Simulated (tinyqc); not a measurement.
Gate sweep: ballistic transport through the one-dimensional subbands of a rectangular nanowire or nanosheet channel. Computed by tinyqc, a small Python program. Command: `OMP_NUM_THREADS=1 python tinyqc.py 3009239 3009240 out.jsonl wire walk`. One thread of a shared host (Intel(R) Xeon(R) Processor @ 2.30GHz), about 0.02 s of CPU time with the checks.

Hard walls, parabolic subbands, transport along x. Energies are counted from the bulk conduction band edge at the top of the barrier, which the gate pulls down by U; the source Fermi level lies at the bulk edge when U = 0.

Inputs (values chosen for the exercise, modelled on silicon):
```
quantity                      value  unit
light mass m_t                 0.19   m_0
heavy mass m_l                0.902   m_0
height a                        4.3    nm
width b                         4.9    nm
equivalent oxide thickness t    1.9    nm
drain voltage V_D              0.05     V
temperature T                   300     K
```

Valleys: silicon [100] wire.

Constants: hbar^2/(2 m_0) = 3.80998212 eV angstrom^2; k_B = 8.617333262e-05 eV/K; m_0 = 9.1093837015e-31 kg; k_B = 1.380649e-23 J/K; hbar = 1.054571817e-34 J s; eps_0 = 8.8541878128e-12 F/m; e = 1.602176634e-19 C; h = 6.62607015e-34 J s.

Method:
- E_pq = (hbar^2 pi^2/2)(p^2/(m_y b^2) + q^2/(m_z a^2)); valley pairs: (m_x, m_y, m_z) = (m_t, m_t, m_l), (m_t, m_l, m_t), (m_l, m_t, m_t), each with degeneracy g = 2; the 10 lowest subbands are kept.
- F_j(eta) = (1/Gamma(j + 1)) int_0^infinity x^j/(1 + exp(x - eta)) dx, F_0 = ln(1 + exp(eta)). Integrals over x = E/(k_B T) use 160 Gauss-Legendre points in u = sqrt(x) from 0 to sqrt(max(eta, 0) + 32).
- With degeneracy g = 2, eta_i = (U - E_i)/(k_B T) and u = e V_D/(k_B T): line density n = sum_i g sqrt(2 m_x k_B T/pi)/(2 hbar) [F_-1/2(eta_i) + F_-1/2(eta_i - u)]; gate: e n = C_ox (V_G - U/e), C_ox = 3.9 eps_0 2 (a + b)/t (flat-plate estimate); I = (2 e k_B T/h) sum_i g [F_0(eta_i) - F_0(eta_i - u)].
- Open modes are sum_i g/(1 + exp(-eta_i)). The last column is e dn/dV_G over C_ox, taken up to the next row.

Subbands:
```
valley axis  p  q  E (meV)  m_x (m_0)
z            1  1  104.975      0.190
y            1  1  124.400      0.190
z            1  2  172.614      0.190
y            2  1  176.488      0.190
x            1  1  189.465      0.902
y            3  1  263.303      0.190
z            1  3  285.347      0.190
z            2  1  352.260      0.190
y            4  1  384.844      0.190
z            2  2  419.900      0.190
```

Against the gate voltage:
```
V_G (V)  U (meV)    n (1/nm)  I (microampere)  open modes    C_g/C_ox
-0.200   -200.00  2.9561e-06       4.2535e-05  2.4823e-05  7.6715e-04
-0.095    -95.08  1.7108e-04       2.4617e-03  1.4365e-03  5.3682e-02
0.025      18.48  1.3617e-02       1.9613e-01  1.1321e-01  4.8682e-01
0.150      82.62  1.4063e-01       2.0363e+00  1.0699e+00  7.5945e-01
0.250     106.68  2.9914e-01       4.3146e+00  2.0588e+00  8.4054e-01
0.380     127.41  5.2721e-01       7.4478e+00  3.2053e+00  8.8208e-01
0.520     143.92  7.8496e-01       1.0700e+01  4.2573e+00  9.0615e-01
0.680     158.93  1.0876e+00       1.4141e+01  5.2982e+00  9.2162e-01
0.850     172.26  1.4146e+00       1.7499e+01  6.2660e+00  9.3302e-01
1.100     189.00  1.9014e+00       2.1995e+01  7.4677e+00           -
```

What follows from these numbers?

Between the first two rows the current rises one decade per 60 mV, against the limit ln(10) k_B T/e = 60 mV. Above threshold C_g/C_ox lies between 0.76 and 0.93: the quantum capacitance in series costs little, since heavy or many subbands hold the charge.

Extremes, crossings and ranges named in words are read from the listed rows.
